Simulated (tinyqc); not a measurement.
Wider gaps pin less: metal-induced gap states at the contact of a metal chain and a two-band chain.

The semiconductor alternates sites A at -Eg/2 and C at +Eg/2 with hopping -t; the gap runs from -Eg/2 to Eg/2. In the gap cosh(q a) = 1 + (Eg^2/4 - E^2)/(2 t^2) and the amplitude changes by -exp(-q a) a period. The metal has site energy 0 and hopping -tm; its end site has g_m = (E - i sqrt(4 tm^2 - E^2))/(2 tm^2). Sites 1, 2, ... count into the semiconductor, with energies e1, e2 alternating. The clean half chain has g1 = 1/(E - e1 - t^2 g2), g2 = 1/(E - e2 - t^2 g1), decaying root. With the contact G11 = 1/(1/g1 - tc^2 g_m), and the density on site j is -Im G_jj/pi = |psi_j/psi_1|^2 (-Im G11/pi), per spin, with psi_2/psi_1 = -t g2, psi_3/psi_2 = -t g1.

Constants: e^2/(4 pi eps0) = 14.39964547 eV angstrom.

Parameters, chosen for this exercise (gap and optical dielectric constant near those of GaAs; the chain itself is a model; the results hold for these values, not for the real material): Eg = 1.35 eV (gap); t = 2.71 eV (hopping in the semiconductor); tm = 2.32 eV (hopping in the metal); tc = 1.82 eV (hopping across the contact); end = A (site that touches the metal); a = 4 angstrom (period (two sites); one chain for each area a^2); eps = 10.8 (dielectric constant).

E = 0; Eg is varied and eps follows 1 + (eps0 - 1)(Eg0/Eg), with the given Eg and eps as Eg0 and eps0. xi = 1/(2q), N = 2 (summed density)/a^2, S = 1/(1 + 4 pi e^2 N xi/eps).

Against the gap:

| Eg (eV) | eps | xi (angstrom) | summed density (1/eV) | S | S at fixed eps |
|---|---|---|---|---|---|
| 0.50 | 27.46 | 21.69 | 0.5112 | 0.099 | 0.041 |
| 0.75 | 18.64 | 14.46 | 0.3361 | 0.145 | 0.089 |
| 1.10 | 13.03 | 9.87 | 0.2246 | 0.206 | 0.177 |
| 1.50 | 9.82 | 7.25 | 0.1609 | 0.271 | 0.290 |
| 2.30 | 6.75 | 4.75 | 0.0999 | 0.386 | 0.502 |
| 3.40 | 4.89 | 3.24 | 0.0630 | 0.514 | 0.701 |
| 5.50 | 3.41 | 2.05 | 0.0339 | 0.684 | 0.873 |
| 9.00 | 2.47 | 1.32 | 0.0165 | 0.834 | 0.956 |

From Eg = 0.5 to 9 eV xi falls by a factor 16.4 and the summed density by 31.0, so at fixed eps S rises from 0.04 to 0.96. The weaker screening of wide-gap solids works against this: with it S goes from 0.10 to 0.83.

tinyqc: `OMP_NUM_THREADS=1 python tinyqc.py 1481501 1481502 out.jsonl`; about 0.01 s, one thread, shared Intel(R) Xeon(R) Processor @ 2.30GHz.
